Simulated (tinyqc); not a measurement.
Mobility limited by charged threading dislocations: one step, computed by the program tinyqc. Command: `OMP_NUM_THREADS=1 python tinyqc.py 3029588 3029589 out.jsonl disl walk`. One thread of a shared host (Intel(R) Xeon(R) Processor @ 2.30GHz), about 0.01 s of CPU time with the checks.

Parallel lines trap electrons, one site every c, and the current flows across them. Donors are taken as fully ionised and statistics as non-degenerate; SI units, mass times m_0.

Question. Dislocation scattering. tau(k) = hbar^3 (eps eps_0)^2 c^2 (1 + 4 lambda^2 k^2)^(3/2)/(N_dis m e^4 f^2 lambda^4), k the wave number across the lines; mu_dis = (e/m) int x tau exp(-x) dx with x = hbar^2 k^2/(2 m k_B T), 160 Gauss-Legendre points in sqrt(x) from 0 to sqrt(32). Closed form for lambda k >> 1: mu = 30 sqrt(2 pi) (eps eps_0)^2 c^2 (k_B T)^(3/2)/(N_dis e^3 f^2 lambda sqrt(m)).

Inputs (values chosen for the exercise, modelled on germanium on silicon):
```
quantity                         value      unit
effective mass m                  0.12       m_0
permittivity eps                    16         -
site spacing c along the line        4  angstrom
dislocation density N_dis      7.2e+08    1/cm^2
temperature T                      350         K
```

Band: parabolic. Filling of the line: limited by its own charge.

screening length lambda = 28.56290 nm

filling f = 0.07286249

Constants: hbar = 1.054571817e-34 J s; eps_0 = 8.8541878128e-12 F/m; m_0 = 9.1093837015e-31 kg; k_B = 1.380649e-23 J/K; e = 1.602176634e-19 C.

Give: tau at x = 1; dislocation mobility; closed form.

Answer.

tau at x = 1 = 11271 fs

dislocation mobility = 5.474e+05 cm^2/(V s)

closed form = 5.464e+05 cm^2/(V s)

The closed form is 99.8 % of the integral.
